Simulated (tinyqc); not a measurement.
# Hexagonal on-chip spiral inductor, lumped pi model: two studies

Outer diameter do = di + 2 n wd + 2 (n - 1) sp, mean da = (do + di)/2, fill p = (do - di)/(do + di), length l = 3.464 n da. L = 2.33 mu0 n^2 da/(1 + 3.82 p), mu0 = 4 pi 1e-7 H/m. Rs = rho l/(wd delta (1 - exp(-th/delta))), delta = sqrt(rho/(pi f mu0)). Cs = n wd^2 eps0 eo/hu across the coil. At each end Cox = l wd eps0 eo/(2 ho) leads to the substrate branch Rsi = 2 rs he/(l wd) in parallel with Csi = l wd eps0 11.7/(2 he). With one end grounded Y = 1/(Rs + i w L) + i w Cs + 1/[1/(i w Cox) + 1/(1/Rsi + i w Csi)], w = 2 pi f; Q = -Im Y/Re Y. Eddy currents in neighbouring turns and in the substrate are left out.

Inputs (values chosen for the exercise); values of the order met in silicon radio-frequency processes:
```
symbol  value     unit                                     meaning
n         6.5                                      number of turns
wd          8       um                                  line width
sp        1.5       um                         space between turns
di        140       um                              inner diameter
th          3       um                             metal thickness
rho       2.2  uohm cm                           metal resistivity
ho        5.7       um                        oxide below the coil
hu        0.6       um            oxide between coil and underpass
eo          3                   relative permittivity of the oxide
rs        100   ohm cm                       substrate resistivity
he         80       um  effective spreading depth in the substrate
f         7.5      GHz                                   frequency
```

Constants: eps0 = 8.8541878128e-12 F/m. Results are converted to the units shown.

Each table varies one quantity; the others keep the values above.

## Quality factor against frequency

Apparent inductance Im(1/Y)/w; share of the loss Re(substrate branch)/Re Y.

Results:

| f (GHz) | Rs (ohm) | w L/Rs | Q | apparent inductance (nH) | loss in the substrate (%) |
|---|---|---|---|---|---|
| 0.13 | 5.1521 | 1.8273 | 1.8248 | 11.529 | 0.040570 |
| 0.21 | 5.4527 | 2.7890 | 2.7785 | 11.537 | 0.18681 |
| 0.34 | 5.8519 | 4.2075 | 4.1594 | 11.556 | 0.76291 |
| 0.56 | 6.4053 | 6.3312 | 6.1174 | 11.597 | 2.6096 |
| 1.5 | 8.1521 | 13.325 | 10.725 | 11.981 | 16.069 |
| 2.5 | 9.5908 | 18.877 | 11.496 | 12.859 | 31.733 |
| 4 | 11.403 | 25.403 | 9.2132 | 15.647 | 50.259 |
| 6.6 | 14.030 | 34.067 | 2.8226 | 38.131 | 69.174 |

Estimate the missing row, f = 0.92 GHz.

Computed row:

| f (GHz) | Rs (ohm) | w L/Rs | Q | apparent inductance (nH) | loss in the substrate (%) |
|---|---|---|---|---|---|
| 0.92 | 7.1516 | 9.3159 | 8.5037 | 11.701 | 7.1129 |

With this row back in the table: Q goes from 1.82 through a maximum of 11.5 (at f = 2.5 GHz among the rows listed) to 2.82; the exact peak is 11.6 at 2.26 GHz and Q reaches zero at the self-resonance, 7.72 GHz. The share of the substrate rises from 0.0406 to 69.2 %, and the apparent inductance ends at 3.31 times L. At the peak the substrate takes 28.1 % of the loss. For f = 6.6 the coil is longer than 0.15 of a wavelength in the oxide, where one lumped section is rough.

## Effect of the number of turns

Same model as above.

Peak Q and its frequency from a search over f; self-resonance where Im Y = 0; Q at the given f (negative beyond resonance).

Results:

| n | L (nH) | do (um) | peak Q | f of the peak (GHz) | self-resonance (GHz) | Q at f |
|---|---|---|---|---|---|---|
| 1.5 | 0.7630 | 165.5 | 20.73 | 26.86 | 66.66 | 13.43 |
| 2.5 | 1.948 | 184.5 | 18.90 | 11.83 | 31.88 | 17.38 |
| 3.5 | 3.611 | 203.5 | 16.77 | 6.756 | 19.54 | 16.67 |
| 4.5 | 5.749 | 222.5 | 14.78 | 4.384 | 13.48 | 11.94 |
| 5.5 | 8.379 | 241.5 | 13.04 | 3.068 | 9.973 | 5.843 |
| 8.5 | 19.48 | 298.5 | 9.266 | 1.345 | 5.064 | -5.790 |

Estimate the missing row, n = 6.5.

Computed row:

| n | L (nH) | do (um) | peak Q | f of the peak (GHz) | self-resonance (GHz) | Q at f |
|---|---|---|---|---|---|---|
| 6.5 | 11.53 | 260.5 | 11.56 | 2.257 | 7.724 | 0.5561 |

With this row back in the table: As n goes from 1.5 to 8.5, L rises from 0.763 to 19.5 nH, the peak Q falls from 20.7 to 9.27, its frequency falls from 26.9 to 1.35 GHz and the self-resonance falls from 66.7 to 5.06 GHz.

Numbers from tinyqc (`OMP_NUM_THREADS=1 python tinyqc.py 2302211 2302212 out.jsonl`; about 0.01 s on one thread of a shared Intel Xeon 2.30GHz).
